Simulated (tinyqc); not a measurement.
Fitting sp3s* parameters to three gaps by Newton steps: sweeps and comparisons. A value that a table varies takes the place of the one given here.

sp3s* tight binding, nearest neighbours only: anion (a) at 0, cation (c) at a/4 (1,1,1), orbitals s, px, py, pz, s* on each; k in units of 2 pi/a. With phases e_j = exp(i (pi/2) k.n_j) for n = (1,1,1), (1,-1,-1), (-1,1,-1), (-1,-1,1): g0 = (e1+e2+e3+e4)/4, g1 = (e1+e2-e3-e4)/4, g2 = (e1-e2+e3-e4)/4, g3 = (e1-e2-e3+e4)/4. The diagonal holds the levels Esa, Epa, Exa (s*) and Esc, Epc, Exc. Anion-cation block: <sa|sc> = Vss g0; <sa|xc> = Vsapc g1; <xa|sc> = -Vscpa g1; <xa|xc> = Vxx g0; <xa|yc> = <ya|xc> = Vxy g3, <xa|zc> = <za|xc> = Vxy g2, <ya|zc> = <za|yc> = Vxy g1; <s*a|xc> = Vxapc g1; <xa|s*c> = -Vpaxc g1; y and z take g2 and g3 in place of g1; s-s* and s*-s* vanish.

Gaps are level 5 at Gamma, X = (1,0,0) and L = (1/2,1/2,1/2) less level 4 at Gamma; no spin-orbit coupling. Free parameters: Vss, Vxapc and Vpaxc. H is linear in them, so by Hellmann-Feynman J_ij = <u|dH/dp_j|u> for level 5 at point i less the same for level 4 at Gamma. Newton: p(new) = p + J^-1 (target - gaps); stop when all misses are below 1e-7 eV.

Constants: hbar^2/2m0 = 3.80998211 eV angstrom^2.

Inputs chosen for the exercise (out of a larger set: near a published set for InAs, fitted to gaps, whose masses and valley positions are rough; not measured data):
- p = (-9.428, 0.913, -2.705, 3.748, 7.437, 6.765, -5.581, 1.842, 4.476, 3.04, 5.425, 3.349, 3.882) eV (start, order Esa, Epa, Esc, Epc, Exa, Exc, Vss, Vxx, Vxy, Vsapc, Vscpa, Vxapc, Vpaxc)
- tg = (0.3119, 2.1131, 1.2754) eV (target gaps at Gamma, X, L)
- a = 6.057 angstrom (lattice constant)

## Equal gaps, different models

The same three targets are met with other triples of free parameters (those for which Newton converges within 3 eV of the start). Not fitted: level 5 at K = (3/4,3/4,0) above Ev, the spacing of levels 6 and 5 at X, the depth of level 2 at X below Ev, the valence width at Gamma, and the mass c q^2/(E(q) - E(0)) of level 5 along [100], q = 0.002 (2 pi/a), c = hbar^2/2m0.

Unfitted results:

| free parameters | largest change (eV) | K (eV) | X spacing (eV) | level 2 at X (eV) | valence width (eV) | mass (m0) |
|---|---|---|---|---|---|---|
| start | 0.000 | 2.177 | 0.348 | 7.019 | 12.588 | 0.0322 |
| Vss, Vxapc, Vpaxc | 0.245 | 1.995 | 0.439 | 7.061 | 12.457 | 0.0223 |
| Esc, Vxapc, Vpaxc | 0.245 | 2.008 | 0.555 | 7.107 | 12.630 | 0.0225 |
| Vss, Vsapc, Vpaxc | 0.847 | 2.041 | 1.125 | 6.861 | 12.457 | 0.0238 |
| Esa, Vxapc, Vscpa | 0.557 | 2.006 | 0.537 | 6.982 | 13.014 | 0.0225 |
| Vss, Exa, Exc | 0.700 | 1.985 | 0.343 | 7.040 | 12.457 | 0.0223 |

How do the results move?

All fitted rows have the same three gaps, yet they spread by 57 meV at K, 781 meV in the X spacing, 246 meV in level 2 at X, 557 meV in the valence width and 6.6 % in the mass. The smallest change of parameters, 0.245 eV, is that of Vss, Vxapc, Vpaxc; Esc, Vxapc, Vpaxc. A fit fixes what it was given and leaves the rest to the choice of free parameters.

## How errors in the targets pass to the parameters

J:
```
            Vss     Vxapc     Vpaxc
Gamma  -0.85662   0.00000   0.00000
X       0.00000  -0.87660   0.00000
L      -0.17647  -0.24548  -0.14112
```

The gaps at Gamma, X and L of an sp3s* model are fitted with Vss, Vxapc and Vpaxc; J holds the derivatives of the gaps by these parameters at the start. The change of each parameter for +10 meV on one target is 10 J^-1, in meV.

Shifts (meV):

| target raised | Vss | Vxapc | Vpaxc |
|---|---|---|---|
| Gamma | -11.7 | 0.0 | 14.6 |
| X | 0.0 | -11.4 | 19.8 |
| L | 0.0 | 0.0 | -70.9 |

root sum of squares (meV): Vss 11.7, Vxapc 11.4, Vpaxc 75.0

How do the results move?

Independent errors of 10 meV leave Vpaxc least certain (75 meV) and Vxapc best fixed (11.4 meV, level with Vss). The largest single entry, 71 meV, comes from the target at L.

Computed by tinyqc, a small Python program: `OMP_NUM_THREADS=1 python tinyqc.py 1481801 1481802 out.jsonl` (the numbers bound the seed that draws the inputs); one thread of a shared host (Intel(R) Xeon(R) Processor @ 2.30GHz), about 0.2 s for the whole set of steps.
